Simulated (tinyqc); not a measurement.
Choice of the trial orbital: Wannier function of the lower band of a two-orbital chain.

H(k) = [[-d/2 - 2 ta cos k, -t1 - t2 exp(-ik)], [-t1 - t2 exp(ik), d/2 - 2 tb cos k]], k in 1/a, Bloch sums with exp(ikR) and without the positions inside the cell. Mesh k_j = 2 pi j/N. Projection gauge: each lower eigenvector u is multiplied by the phase that makes <trial|u> real and positive (the one-band case of Loewdin orthogonalisation). Wannier amplitudes w(R) = (1/N) sum_k exp(ikR) u(k); hoppings H(R) = (1/N) sum_k exp(-ikR) E(k).

Inputs chosen for the exercise: d = -1.09 eV (A at -d/2, B at +d/2); t1 = 1.44 eV (A-B in the cell); t2 = 0.94 eV (B to A of the next cell); ta = -0.08 eV (A-A between cells); tb = 0.29 eV (B-B between cells); xb = 0.35 a (position of B (A at 0)).

N = 16. Centre, Omega_I and Omega_D from overlaps (b = 2 pi/N, M_j = u_j^+ diag(1, exp(-i b xb)) u_(j+1); Omega_D = (1/(N b^2)) sum (arg M_j + b centre)^2).

Trial angle:

| th (deg) | smallest projection | centre (a) | Omega_I (a^2) | Omega_D (a^2) |
|---|---|---|---|---|
| 0 | 0.566 | 0.2282 | 0.10433 | 0.15213 |
| 15 | 0.752 | 0.2282 | 0.10433 | 0.05644 |
| 30 | 0.866 | 0.2282 | 0.10433 | 0.01786 |
| 60 | 0.940 | 0.2282 | 0.10433 | 0.00073 |
| 75 | 0.894 | 0.2282 | 0.10433 | 0.01136 |
| 90 | 0.796 | 0.2282 | 0.10433 | 0.04070 |

Give the missing row, th (deg) = 45.

Computed row:
```
th (deg)  smallest projection  centre (a)  Omega_I (a^2)  Omega_D (a^2)
45                      0.930      0.2282        0.10433        0.00255
```

Omega_I is the same for all. Omega_D is smallest at 60 degrees (0.00073) and largest at 0 (0.15213). The centre does not move.

Computed by tinyqc, a small Python program: `OMP_NUM_THREADS=1 python tinyqc.py 1482246 1482247 out.jsonl` (the numbers bound the seed that draws the inputs); one thread of a shared host (Intel(R) Xeon(R) Processor @ 2.30GHz), about 0.2 s for the whole set of steps.
